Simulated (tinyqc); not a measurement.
Two-valley model of the transferred-electron effect: one step, computed by the program tinyqc.

Both kinds of valley share one electron temperature T_e, and each has a constant mobility.

Problem. Equilibrium. Density-of-states ratio R = Z (m2/m1)^(3/2); n2/n1 = R exp(-dE/(k_B T_e)); mean mobility mu = (mu1 + mu2 n2/n1)/(1 + n2/n1); energy balance e mu F^2 = (3/2) k_B (T_e - T)/tau_E; v = mu F.

Inputs (values chosen for the exercise, modelled on GaSb): central-valley mass m1 = 0.042 m_0; satellite-valley mass m2 = 0.22 m_0; satellite valleys Z = 4; valley separation dE = 0.087 eV; central-valley mobility mu1 = 5300 cm^2/(V s); satellite-valley mobility mu2 = 500 cm^2/(V s); lattice temperature T = 150 K.

Solver: damped fixed point.

Constants: k_B = 8.617333262e-05 eV/K.

Give: R; n2/n1 without field; low-field mobility.

Solution.

R = 47.95

n2/n1 without field = 0.05725

low-field mobility = 5040 cm^2/(V s)

dE is 6.7 k_B T, so part of the electrons sit in the satellites even without field.
